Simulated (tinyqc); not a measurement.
Holstein polaron on two sites: one step, computed by the program tinyqc. Command: `OMP_NUM_THREADS=1 python tinyqc.py 3015291 3015292 out.jsonl holstein walk`. One thread of a shared host (Intel(R) Xeon(R) Processor @ 2.30GHz), about 0.01 s of CPU time with the checks.

One electron on sites 1 and 2: H = -t (c1+ c2 + c2+ c1) + hbar omega sum_i b_i+ b_i - g hbar omega sum_i n_i (b_i + b_i+). The symmetric phonon shifts the energy by -g^2 hbar omega/2 and drops out; with b = (b_1 - b_2)/sqrt(2) there remains H = -t sigma_x + hbar omega b+ b - (g hbar omega/sqrt(2)) sigma_z (b + b+). Parity splits it into blocks p = +1 and -1 over phonon numbers n. Zero-point energies are left out. Weights Z refer to mode b alone; the displaced symmetric mode multiplies the full zero-phonon weight by exp(-g^2/2).

Problem. Energy scales. Polaron binding energy E_p = g^2 hbar omega; ratio E_p/t (the adiabatic potential has two wells when it exceeds 1); adiabaticity hbar omega/t.

Inputs (values chosen for the exercise, for a model dimer): hopping t = 9.5 meV; phonon energy hbar omega = 96.3 meV; coupling g = 0.3.

Give: E_p; E_p/t; hbar omega/t.

Solution.

E_p = 8.667 meV

E_p/t = 0.91232

hbar omega/t = 10.137
